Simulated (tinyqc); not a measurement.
Electron mobility of a polar semiconductor by Rode's iterative solution of the Boltzmann equation: one step, computed by the program tinyqc.

The distribution is f(E) + e F l(E) (-df/dE) cos(theta) for a weak field F, theta counted from the force; l(E) is a mean free path. Elastic processes enter by their momentum rate, polar optical phonons by out- and in-scattering terms. One valley only: where upper valleys lie close, measured mobilities are lower. The density n is prescribed, even where a narrow-gap material would have more intrinsic carriers.

Question. Fermi level and screening. Kane band: hbar^2 k^2/(2 m) = E (1 + alpha E), speed v = hbar k/(m (1 + 2 alpha E)), states per spin, volume and energy g(E) = m k (1 + 2 alpha E)/(2 pi^2 hbar^2); overlap factors are set to 1. Masses are multiplied by m_0 and all formulas are in SI units. The reduced Fermi level eta = E_F/(k_B T) solves n = 2 Z int g f dE with f = 1/(1 + exp(x - eta)) (Z = 1 unless valleys are given); screening length L_s = sqrt(eps_s eps_0 k_B T/(e^2 dn/deta)), dn/deta = 2 Z int g f (1 - f) dE. Integrals over x = E/(k_B T) use 160 Gauss-Legendre points in u = sqrt(x) from 0 to sqrt(max(eta, 0) + 32). N_I = n (1 + C)/(1 - C).

Inputs (values chosen for the exercise, modelled on InSb):

| quantity | value | unit |
|---|---|---|
| effective mass m | 0.0137 | m_0 |
| non-parabolicity alpha | 5.2 | 1/eV |
| static permittivity eps_s | 16.8 | - |
| electron density n | 2.1e+16 | 1/cm^3 |
| compensation ratio C | 0.14 | - |
| temperature T | 150 | K |

Band: Kane. Elastic processes: acoustic, piezoelectric, impurity.

Constants: k_B = 8.617333262e-05 eV/K; m_0 = 9.1093837015e-31 kg; e = 1.602176634e-19 C; hbar = 1.054571817e-34 J s; eps_0 = 8.8541878128e-12 F/m; k_B = 1.380649e-23 J/K.

Give: reduced Fermi level eta; screening length L_s; ionised impurity density N_I.

Answer.

reduced Fermi level eta = 0.5017

screening length L_s = 27.58 nm

ionised impurity density N_I = 2.784e+16 1/cm^3

Caution: the gas is degenerate, and screening of the polar coupling, left out here, would raise the mobility.
